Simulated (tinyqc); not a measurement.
p-n diode with diffusion and depletion-layer recombination: two steps of the calculation.

Abrupt junction in the depletion approximation, low injection, full ionisation, neutral widths fixed, ohmic contact on the p side. Vj is the junction voltage; where a series resistance Rs is given, V = Vj + J Rs is the terminal voltage.

Parameters, values chosen for the exercise; band and dielectric values close to those of gallium nitride: temperature T = 300 K; band gap Eg = 3.42 eV; conduction-band density of states at T Nc = 2.32e18 cm^-3; valence-band density of states at T Nv = 4.61e19 cm^-3; acceptor density Na = 7e17 cm^-3; donor density Nd = 2.6e15 cm^-3; electron mobility in the p side mun = 280 cm^2/(V s); hole mobility in the n side mup = 26 cm^2/(V s); electron lifetime tn = 4e-8 s; hole lifetime tp = 1e-9 s; neutral width of the p side wp = 18 um; neutral width of the n side wn = 15 um; recombination velocity at the n contact Sp = 1e7 cm/s; series resistance Rs = 0.016 ohm cm^2; terminal voltage V = 2.99 V.

Constants: q = 1.602176634e-19 C, kB = 1.380649e-23 J/K, Vt = kB T/q. Results are converted to the units shown.

Question 1. Diffusion lengths and saturation currents. ni = sqrt(Nc Nv) exp(-Eg/(2 Vt)), Eg in volts; D = mu Vt; Ln = sqrt(Dn tn), Lp = sqrt(Dp tp); J0n = q ni^2 Dn coth(wp/Ln)/(Ln Na); J0p = (q ni^2 Dp/(Lp Nd)) (s + tanh(wn/Lp))/(1 + s tanh(wn/Lp)), s = Sp Lp/Dp.

Wanted: ni; Ln; Lp; J0n; J0p.

Answer 1.

ni = 1.9403e-10 cm^-3
Ln = 5.3809 um
Lp = 0.25926 um
J0n = 1.1620e-52 A/cm^2
J0p = 6.0143e-50 A/cm^2

wp/Ln = 3.3 and wn/Lp = 58; holes carry 99.8 % of the diffusion current.

Question 2. New Vj. Diffusion current alone: J = J0 (exp(Vj/Vt) - 1), g = Vj + J Rs - V, g' = 1 + Rs J0 exp(Vj/Vt)/Vt, Vj(new) = Vj - g/g'.

Vj after iteration 1 = 2.9676746 V
J0 = J0n + J0p = 6.0259657e-50 A/cm^2

Find: J; g; g'; Vj after iteration 2.

Answer 2.

J = 4.3129 A/cm^2
g = 0.046680 V
g' = 3.6693
Vj after iteration 2 = 2.9550 V

Numbers from tinyqc (`OMP_NUM_THREADS=1 python tinyqc.py 2260113 2260114 out.jsonl`; about 0.01 s on one thread of a shared Intel Xeon 2.30GHz).
